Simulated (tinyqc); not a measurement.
Changing the length scale l: sheet resistance and Hall data of a diffused or implanted layer. Computed by tinyqc, a small Python program. Command: `OMP_NUM_THREADS=1 python tinyqc.py 3017840 3017841 out.jsonl layer sweep`. One thread of a shared host (Intel(R) Xeon(R) Processor @ 2.30GHz), about 0.1 s of CPU time with the checks.

Carriers are taken equal to the net active doping down to the junction (full ionisation, which deep dopants in wide-gap hosts do not reach; no spill-over, no depletion), and the Hall factor is 1.

Inputs (values chosen for the exercise, modelled on nitrogen in 4H-SiC):
```
quantity                                 value        unit
mu_min                                    40.4  cm^2/(V s)
mu_max                                     934  cm^2/(V s)
N_ref                                  2.1e+17      1/cm^3
exponent alpha                             0.6           -
peak concentration N_0                 3.1e+20      1/cm^3
background doping N_B (opposite type)  8.2e+14      1/cm^3
projected range R_p                        410          nm
solubility limit N_s                   9.1e+19      1/cm^3
```

Profile: buried Gaussian (implant). Activation: limited by solubility.

Constants: e = 1.602176634e-19 C.

Method:
- N(x) = N_0 exp(-(x - R_p)^2/(2 l^2)) for x > 0, dose N_0 l sqrt(pi/2) erfc(-R_p/(l sqrt 2)), junction x_j = R_p + l sqrt(2 ln(N_0/N_B)); the layer starts at x_0 = max(0, 2 R_p - x_j).
- Mobility mu = mu_min + (mu_max - mu_min)/(1 + (N_t/N_ref)^alpha), N_t = active doping + N_B; carriers n = active doping - N_B, active doping min(N, N_s).
- Integrals from x_0 (0 unless stated) to x_j by the midpoint rule on 400 even intervals: 1/R_s = e int n mu dx; sheet density n_s = int n dx; Hall sheet density (int n mu dx)^2/int n mu^2 dx; Hall mobility int n mu^2 dx/int n mu dx.
- Mean conductivity 1/(R_s x_j); mean mobility 1/(e n_s R_s).

One run for each value:
```
length scale l (nm)  sheet resistance R_s (ohm)  junction depth x_j (nm)  mean conductivity 1/(R_s x_j) (S/cm)
22                                       110.79                    521.5                                173.09
41                                        59.45                    617.8                                272.29
74                                        32.94                    785.0                                386.75
130                                       18.89                   1068.9                                495.18
240                                       11.53                   1626.3                                533.37
440                                        7.81                   2640.0                                485.01
790                                        5.00                   4413.8                                452.77
1400                                       3.08                   7505.3                                433.00
```

Over the rows, sheet resistance R_s (ohm) falls from 111 to 3.08 (exponent d ln y / d ln x -1.00 between the first rows and -0.85 between the last); junction depth x_j (nm) rises from 521 to 7510 (exponent d ln y / d ln x 0.27 between the first rows and 0.93 between the last); mean conductivity 1/(R_s x_j) (S/cm) goes from 173 through a maximum among these rows, 533 at 240, to 433. At the low end the exponent of sheet resistance R_s is -1.00, close to -1: the profile only stretches.

Extremes, crossings and ranges named in words are read from the listed rows.
